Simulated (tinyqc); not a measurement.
# Inputs raised by 2 %, one at a time

Model: chemical-mechanical planarisation: Preston law, pattern density and step-height reduction. Computed by tinyqc, a small Python program. Command: `OMP_NUM_THREADS=1 python tinyqc.py 3001212 3001213 out.jsonl cmp sens`. One thread of a shared host (Intel(R) Xeon(R) Processor @ 2.30GHz), about 0.02 s of CPU time with the checks.

A row of 8 cells, repeated periodically, holds raised features that cover a share rho of each cell.

Inputs (values chosen for the exercise, close to those used for copper polishing):

| quantity | value | unit |
|---|---|---|
| Preston coefficient K | 8.1e-14 | 1/Pa |
| pressure P | 20 | kPa |
| platen and carrier speed | 60 | rpm |
| distance between the centres | 15 | cm |
| initial step height h0 | 180 | nm |
| contact height h_c | 49 | nm |
| film above the raised areas z0 | 340 | nm |
| cell size | 0.85 | mm |
| planarisation length | 2 | mm |
| polish time t | 83 | s |

local pattern densities, cell by cell: 0.1  0.6  0.8  0.8  0.9  0.3  0.25  0.3

Method:
- With equal rotation speeds the relative speed is uniform, v = omega r_c; Preston rate R0 = K P v.
- The stiff pad averages the density: rho_eff(i) = sum_j w_ij rho_j / sum_j w_ij, w = exp(-2 d^2/L^2), L the planarisation length and d the distance between cell centres, summed over all periodic images of cell j.
- While h > h_c only raised areas polish, at R0/rho_eff, until t_c = rho_eff (h0 - h_c)/R0. After that h = h_c exp(-(t - t_c)/tau), tau = rho_eff h_c/R0; low areas polish at R0 (1 - h/h_c) and raised areas at R0 [1 + (1 - rho_eff) h/(rho_eff h_c)]. Removed from raised areas after t_c: h0 - h_c + R0 (t - t_c) + (1 - rho_eff)(h_c - h); from low areas: R0 (t - t_c) - rho_eff (h_c - h). Film left = z0 less the removal from raised areas.

Runs:

| input moved | from | to | range of film left across the row (nm) | largest remaining step (nm) | thinnest film left (nm) | blanket rate R0 (nm/s) |
|---|---|---|---|---|---|---|
| base run | - | - | 90.142 | 22.594 | 83.806 | 1.5268 |
| pressure P (kPa) | 20 | 20.4 | 89.774 | 21.089 | 81.263 | 1.5574 |
| initial step height h0 (nm) | 180 | 183.6 | 92.259 | 24.317 | 81.219 | 1.5268 |
| contact height h_c (nm) | 49 | 49.98 | 90.222 | 22.944 | 83.813 | 1.5268 |
| planarisation length (mm) | 2 | 2.04 | 88.787 | 22.149 | 84.370 | 1.5268 |
| polish time t (s) | 83 | 84.66 | 89.774 | 21.089 | 81.263 | 1.5268 |
| cell size (mm) | 0.85 | 0.867 | 91.445 | 23.031 | 83.269 | 1.5268 |
| platen and carrier speed (rpm) | 60 | 61.2 | 89.774 | 21.089 | 81.263 | 1.5574 |

Exponents ln(y'/y) / ln(x'/x):

| input | range of film left across the row | largest remaining step | thinnest film left | blanket rate R0 |
|---|---|---|---|---|
| pressure P | -0.206 | -3.482 | -1.556 | 1 |
| initial step height h0 | 1.172 | 3.710 | -1.583 | 0 |
| contact height h_c | 0.045 | 0.776 | 0.004 | 0 |
| planarisation length | -0.765 | -1.005 | 0.339 | 0 |
| polish time t | -0.206 | -3.482 | -1.556 | 0 |
| cell size | 0.725 | 0.967 | -0.324 | 0 |
| platen and carrier speed | -0.206 | -3.482 | -1.556 | 1 |

To which inputs is each result most sensitive?

Among the inputs moved here: range of film left across the row answers most in size to initial step height h0 (exponent +1.172), next to planarisation length (-0.765). Largest remaining step answers most in size to initial step height h0 (exponent +3.710), next to pressure P (-3.482). Thinnest film left answers most in size to initial step height h0 (exponent -1.583), and about equally to pressure P (-1.556), platen and carrier speed (-1.556), polish time t (-1.556). Blanket rate R0 answers most in size to pressure P (exponent +1.000), and about equally to platen and carrier speed (+1.000); its exponent is below 0.0005 for initial step height h0, contact height h_c, planarisation length, polish time t, cell size. Its exponent +1.000 in pressure P: Preston's law. Its exponent +1.000 in platen and carrier speed: Preston's law.

Extremes, crossings and ranges named in words are read from the listed rows.
